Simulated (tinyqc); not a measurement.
Equilibrium crystal shape, supported particles, Gibbs-Thomson effect and coarsening: one step, computed by the program tinyqc.

A cubic crystal bounded by {100}, {110} and {111} facets only.

Problem. The particle on a substrate. Winterbottom: the particle sits on its largest facet family, {100}, with energy gamma_f; the substrate plane cuts the shape at the distance lambda (gamma_f - W_a) below the centre. Height over that of the free particle at the same lambda = (2 gamma_f - W_a)/(2 gamma_f). An isotropic particle with gamma_mean has cos(theta) = W_a/gamma_mean - 1 (Young-Dupre); a film dewets into particles whenever W_a < 2 gamma.

Inputs (values chosen for the exercise, for a model metal): work of adhesion W_a = 0.47 J/m^2.

gamma (J/m^2): (100) 1.348286, (110) 1.538765, (111) 1.433889

gamma_mean = 1.415143 J/m^2

Give: relative height; contact angle theta.

Solution.

relative height = 0.8257

contact angle theta = 131.9 degrees

W_a is below gamma_f: more than half of the shape shows.
